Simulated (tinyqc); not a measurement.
Localisation in a chain with random site energies (transfer matrices): one step. Weak-disorder lengths.

Hopping -t; leads with site energy 0, E = -2t cos(ka). psi_(j+1) = ((e_j - E)/t) psi_j - psi_(j-1), a product of matrices M_j = [[(e_j - E)/t, -1], [1, 0]]. For M = M_N ... M_1 the transmission is T = 4 sin^2(ka)/|M21 - M12 + M22 exp(ika) - M11 exp(-ika)|^2. Long samples draw e_j = W (x_j/2147483647 - 1/2) from x_j = 16807 x_(j-1) mod 2147483647, starting at x0. The localisation length xi, in sites, is defined by ln T = -2N/xi on average; weak disorder gives xi = 24 (4t^2 - E^2)/W^2, and the mean free path for backscattering is xi/2.

Parameters, chosen for this exercise:
```
symbol  value  unit      meaning
t       0.96   eV        hopping
E       -0.37  eV        energy
W       1.25   eV        full width of the disorder
a       5.1    angstrom  spacing
```

Question. Form ka, xi, xi a and the mean free path xi a/2.

Give: ka; xi; lengths.

Answer.

ka = 1.3769 rad
xi = 54.52 sites

lengths (nm): localisation 27.805, mean free path 13.903

The formula needs xi well above one site.

Program tinyqc; command `OMP_NUM_THREADS=1 python tinyqc.py 1450389 1450390 out.jsonl`; about 0.06 s on one thread of a shared Intel(R) Xeon(R) Processor @ 2.30GHz.
